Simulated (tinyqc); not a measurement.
Worked calculation: LCCD on RHF in the 3-21g basis, for He, spin multiplicity 1. One step of it, computed by the program tinyqc.

Problem. LCCD: starting amplitudes. t_ij^ab = <ij||ab> / (e_i + e_j - e_a - e_b), whose energy is MP2.

orbital energies (hartree): MO1 -0.903572, MO2 2.081703

Two-electron integrals over orbitals (pq|rs), unique and non-zero (hartree):
```
(11|11) 1.028537   (21|11) 0.319236   (21|21) 0.261994   (22|11) 0.982016
(22|21) 0.343809   (22|22) 0.998335
```

Give: Starting amplitudes; correlation energy.

Solution.

Starting amplitudes (spin orbitals 1a, 1b, ...; amplitudes related by a flip of all spins are not repeated):

| from | to | t |
|---|---|---|
| 1a 1b | 2a 2b | -0.0439 |

correlation energy = -0.011497 hartree
